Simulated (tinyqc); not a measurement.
## Barrier and mass from two Fowler-Nordheim currents

Inverse problem. Fowler-Nordheim tunnelling through a dielectric follows J = A F^2 exp(-B/F), A = q^2 me/(16 pi^2 hbar m1 phi1) (A/V^2 with phi1 in volts), B = (4/3) sqrt(m1/C) phi1^1.5 (V/nm), C = hbar^2/(2 m0). Find B, A, phi1 and m1.

Inputs (values chosen for the exercise):
```
symbol  value  unit                              meaning
me          1    m0  emitter mass in the supply function
```

Constants: q = 1.602176634e-19 C, hbar = 1.054571817e-34 J s, m0 = 9.1093837015e-31 kg, hbar^2/(2 m0) = 0.0380998212 eV nm^2. Results are converted to the units shown.

J at F = 0.65 and 1.17 V/nm (A/cm^2): 0.018156498  1024.2682

Answer. The slope of ln(J/F^2) against 1/F is -B and the intercept gives A. A fixes the product m1 phi1, and B = (4/3) phi1 sqrt(m1 phi1/C) then gives phi1.

B = 14.3 V/nm
A = 1.50e-6 A/V^2
phi1 = 2.06 eV
m1 = 0.500 m0

Program tinyqc, `OMP_NUM_THREADS=1 python tinyqc.py 2540056 2540057 out.jsonl`; Intel Xeon 2.30GHz, shared host, one thread, about 0.02 s.
